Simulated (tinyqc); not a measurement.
# Chemical vapour deposition: Grove model, boundary layer, depletion and step coverage, step by step

A worked calculation. Computed by tinyqc, a small Python program that keeps every step. Command: `OMP_NUM_THREADS=1 python tinyqc.py 3013245 3013246 out.jsonl cvd walk`. One thread of a shared host (Intel(R) Xeon(R) Processor @ 2.30GHz), about 0.01 s of CPU time with the checks. Intermediate numbers are printed to about 5 digits and carried at full precision; extremes and crossings named in words are read from the listed rows.

A precursor diffuses to the surface and reacts there at first order; each molecule that reacts adds one formula unit of film.

Inputs (values chosen for the exercise, close to those used for silicon nitride (counted as SiN4/3)): prefactor k0 of k_s = 1.1e+08 cm/s; activation energy E = 1.72 eV; temperature T = 800 C; total pressure p = 1.5 torr; mole fraction of the precursor Y = 0.12; gas diffusivity D0 at 273.15 K and 760 torr = 0.56 cm^2/s; film density N = 4e+22 formula units/cm^3; precursor mass M = 101 u; trench width w = 0.23 um; aspect ratio of the trench = 7.1; wafer radius R = 15 cm; wafer spacing s = 0.33 cm.

Reactor: wafer stack, low pressure.

Constants: k_B = 1.380649e-23 J/K; u = 1.6605390666e-27 kg; k_B = 8.617333262e-05 eV/K.

## Gas-phase and surface constants

k_s = k0 exp(-E/(k_B T)); C_g = Y p/(k_B T), 1 torr = 133.322 Pa; D = D0 (T/273.15)^1.75 (760/p). Temperatures in kelvin are T(C) + 273.15. Mean speed c = sqrt(8 k_B T/(pi M)); reactive sticking probability beta = 4 k_s/c.

surface rate constant k_s = 0.92012 cm/s

precursor density C_g = 1.6197e+15 1/cm^3

gas diffusivity D = 3110.7 cm^2/s

mean speed c = 47430 cm/s

sticking probability beta = 7.7598e-05

## Uniformity across a wafer

Between two wafers the gas diffuses inward and reacts on both faces: (D/r) d/dr (r dC/dr) = 2 k_s C/s, so C(r)/C_g = I0(phi r/R)/I0(phi) with phi^2 = 2 k_s R^2/(s D); G(r) = k_s C(r)/N, 1 cm/s = 6e8 nm/min; the mean over the wafer is eta = 2 I1(phi)/(phi I0(phi)).

Thiele modulus phi = 0.63510

growth rate G at the edge = 22.355 nm/min

rate at the centre over rate at the edge = 0.90628

effectiveness eta = 0.95275

The centre lags the edge by 9.4 %. Caution: the mean free path 3D/c is comparable with or larger than the wafer spacing, where wall collisions cap D near (2s) c/3 and the lag is larger than computed.

## Pressure and uniformity

The formulas are those given above.

Effect of the total pressure at fixed Y:
```
p (torr)  D (cm^2/s)     phi  centre/edge  G at the edge (nm/min)
0.05      9.3322e+04  0.1160      0.99665              7.4516e-01
0.1       4.6661e+04  0.1640      0.99331              1.4903e+00
0.3       1.5554e+04  0.2840      0.98013              4.4709e+00
1         4.6661e+03  0.5186      0.93601              1.4903e+01
3         1.5554e+03  0.8982      0.82503              4.4709e+01
10        4.6661e+02  1.6398      0.55740              1.4903e+02
30        1.5554e+02  2.8402      0.23296              4.4709e+02
100       4.6661e+01  5.1856      0.03109              1.4903e+03
```

D scales as 1/p and phi as sqrt(p), while the edge rate grows as p. The centre stays within 5 % of the edge up to 0.3 torr: low pressure trades rate for uniformity and lets wafers stand close together. Caution: first-order rates above 1000 nm/min in the high-pressure rows are an extrapolation not met in practice. Caution: at the lowest pressures the mean free path exceeds the wafer spacing, so D stops growing as 1/p.

## Step coverage in a trench

In a long trench of width w and depth l = aspect ratio x w: Knudsen diffusivity D_K = (2w) c/3 (hydraulic diameter 2w), combined as 1/D_e = 1/D_K + 1/D; D_e d2C/dz2 = 2 k_s C/w with D_e dC/dz = -k_s C at the floor. With m = sqrt(2 k_s/(w D_e)): C(floor)/C(top) = 1/[cosh(m l) + (k_s/(D_e m)) sinh(m l)].

Knudsen diffusivity D_K = 0.72727 cm^2/s

effective diffusivity D_e = 0.72710 cm^2/s

modulus m l = 0.054171

step coverage = 0.99833

Wall collisions limit transport in the trench; then m l = aspect ratio x sqrt(3 beta)/2, 0.0542, whatever the width. Coverage is nearly conformal. Caution: the hydraulic-diameter form of D_K is rough for a slit.

Checks made by the program: effectiveness against direct integration (relative difference below 1e-10); step coverage against a numerical boundary-value solution (relative difference below 1e-10).
